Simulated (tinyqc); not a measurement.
Coherent transport through a tight-binding region between two chains, step by step. Computed by tinyqc, a small Python program that keeps every step. Settings: temperature = 300, mu = -0.0. Command: `OMP_NUM_THREADS=1 python tinyqc.py 27595 27596 out.jsonl` (the two numbers bound the seeds that draw the settings). One thread of a shared host (Intel(R) Xeon(R) Processor @ 2.60GHz), about 0.1 s of CPU time with the checks.

## Transmission at E = 0.51 eV

H of the central region (eV):
```
           1          2          3          4          5          6
1   0.000000  -0.970000   0.000000   0.000000   0.000000   0.000000
2  -0.970000   0.000000  -0.430000   0.000000   0.000000   0.000000
3   0.000000  -0.430000   0.000000  -1.290000   0.000000   0.000000
4   0.000000   0.000000  -1.290000   0.000000  -0.800000   0.000000
5   0.000000   0.000000   0.000000  -0.800000   0.000000  -1.500000
6   0.000000   0.000000   0.000000   0.000000  -1.500000   0.000000
```

Leads: semi-infinite chains with site energy 0:
```
parameter                           value
lead hopping t (eV)              1.000000
coupling to the left lead (eV)   0.670000
coupling to the right lead (eV)  0.350000
left contact site                       1
right contact site                      6
```

E = 0.510000 eV

Surface Green function g = (E - i sqrt(4 t^2 - E^2)) / (2 t^2); self-energy tc^2 g on each contact site; G = (E - H - Sigma)^(-1); Gamma = -2 Im Sigma; T = Gamma_L Gamma_R |G_LR|^2; local density of states -Im G_ii / pi.

g = 0.255000-0.966941i 1/eV

G (1/eV):
```
                     1                    2                    3                    4
1  -0.744564-0.289189i   1.205126+0.451101i   0.250261+0.117329i  -0.500649-0.196753i
2   1.205126+0.451101i  -0.289546-0.723218i  -0.049545-0.159831i   0.116103+0.304261i
3   0.250261+0.117329i  -0.049545-0.159831i  -0.505781-0.075106i   0.991669+0.082970i
4  -0.500649-0.196753i   0.116103+0.304261i   0.991669+0.082970i  -0.430756-0.134222i
5  -0.084383-0.063763i   0.005875+0.063760i   0.183383+0.068215i  -0.074459-0.048222i
6   0.295703+0.126614i  -0.063919-0.183951i  -0.591240-0.067444i   0.255052+0.087981i

                     5                    6
1  -0.084383-0.063763i   0.295703+0.126614i
2   0.005875+0.063760i  -0.063919-0.183951i
3   0.183383+0.068215i  -0.591240-0.067444i
4  -0.074459-0.048222i   0.255052+0.087981i
5  -0.248238-0.079255i   0.790779+0.052665i
6   0.790779+0.052665i  -0.404893-0.064829i
```

local density of states (1/eV): 0.092052  0.230207  0.023907  0.042724  0.025228  0.020636

transmission = 0.021280

## Transmission across the band

The same steps on a grid of energies.

T(E):
```
E (eV)              T
-1.90000000  0.142638
-1.71000000  0.010535
-1.52000000  0.028487
-1.33000000  0.227181
-1.14000000  0.549757
-0.95000000  0.416846
-0.76000000  0.108220
-0.57000000  0.028786
-0.38000000  0.012905
-0.19000000  0.008420
0.00000000   0.007361
0.19000000   0.008420
0.38000000   0.012905
0.57000000   0.028786
0.76000000   0.108220
0.95000000   0.416846
1.14000000   0.549757
1.33000000   0.227181
1.52000000   0.028487
1.71000000   0.010535
1.90000000   0.142638
```

levels of the isolated region (eV): -1.882575  -1.204373  -0.827826  0.827826  1.204373  1.882575

## Current

I = (2e/h) int T(E) [f(E - mu - V/2) - f(E - mu + V/2)] dE at 300 K with mu = -0 eV, the bias not changing H; 2e^2/h = 77.48092 microsiemens; the integral runs over the band on 4001 points.

Current:
```
V (volt)  I (microampere)
0.010000         0.005751
0.050000         0.028776
0.100000         0.057687
0.200000         0.116471
0.400000         0.242200
0.800000         0.577364
```
